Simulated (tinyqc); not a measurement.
# Changing the growth time t

Model: liquidus of a compound AB in a simple-solution melt, liquid-phase epitaxy and vapour pressures. Computed by tinyqc, a small Python program. Command: `OMP_NUM_THREADS=1 python tinyqc.py 3000856 3000857 out.jsonl liq35 sweep`. One thread of a shared host (Intel(R) Xeon(R) Processor @ 2.30GHz), about 0.02 s of CPU time with the checks.

x is the atom fraction of B in the melt. The melt is a simple solution: R T ln gamma_B = W (1 - x)^2, R T ln gamma_A = W x^2, W = a + b T. The solid AB is stoichiometric.

Inputs (values chosen for the exercise, modelled on GaSb for the melt):
```
quantity                      value       unit
melting point T_F               983          K
entropy of fusion S_F          66.8  J/(mol K)
interaction a                  20.4     kJ/mol
interaction slope b           -25.7  J/(mol K)
saturation temperature T        781          K
step dT                          12          K
cooling rate c                  0.1      K/min
diffusivity in the melt D     6e-05     cm^2/s
molar volume of the melt V_L   11.9   cm^3/mol
lattice constant a0           6.096   angstrom
melt depth w                    6.2         mm
```

Growth programme: ramp cooling.

Constants: R = 8.314462618 J/(mol K); N_A = 6.02214076e+23 1/mol; k_B = 8.617333262e-05 eV/K.

Method:
- Liquidus (Vieland): f(x) = R T ln[4 x (1 - x)] + 2 W (1/2 - x)^2 + S_F (T_F - T) = 0.
- Newton steps with f' = (1 - 2x)[R T/(x (1 - x)) - 2 W], from the dilute estimate x = (1/4) exp[-(S_F (T_F - T) + W/2)/(R T)]; stop below 1e-13; f under 1e-6 shown as 0.
- dx/dT = -(df/dT)/f', df/dT = R ln[4 x (1 - x)] + 2 b (1/2 - x)^2 - S_F, f' = (1 - 2x)[R T/(x (1 - x)) - 2 W]. Concentrations: C_L = x N_A/V_L in the melt, C_S = 4/a0^3 in the solid; m = dT/dC_L.
- Semi-infinite melt (Hsieh): step d = 2 dT sqrt(D t/pi)/(C_S m); ramp d = (4/3) c sqrt(D/pi) t^(3/2)/(C_S m); supercooling is their sum. A melt of depth w can give at most w (undercooling)/(C_S m).

One run for each value:
```
growth time t (min)  thickness d (micrometre)  largest thickness from this melt (micrometre)  sqrt(D t)/w
0.1                                1.9726e-03                                     8.5688e-02      0.03060
0.22                               6.4369e-03                                     1.8851e-01      0.04539
0.49                               2.1396e-02                                     4.1987e-01      0.06774
1.1                                7.1967e-02                                     9.4256e-01      0.10150
2.4                                2.3193e-01                                     2.0565e+00      0.14992
5.4                                7.8277e-01                                     4.6271e+00      0.22488
12                                 2.5931e+00                                     1.0283e+01      0.33524
27                                 8.7516e+00                                     2.3136e+01      0.50285
60                                 2.8991e+01                                     5.1413e+01      0.74961
```

Describe and explain the trends.

Over the rows, thickness d (micrometre) rises from 0.00197 to 29.0 (exponent d ln y / d ln x about 1.5 throughout); largest thickness from this melt (micrometre) rises from 0.0857 to 51.4 (exponent d ln y / d ln x about 1.0 throughout); sqrt(D t)/w rises from 0.0306 to 0.750 (exponent d ln y / d ln x about 0.50 throughout). The exponent of thickness d stays at 1.5: ramp cooling.

Caution (rows 27.0, 60.0): the diffusion length nears the melt depth, so the semi-infinite formula overstates the thickness.

Extremes, crossings and ranges named in words are read from the listed rows.
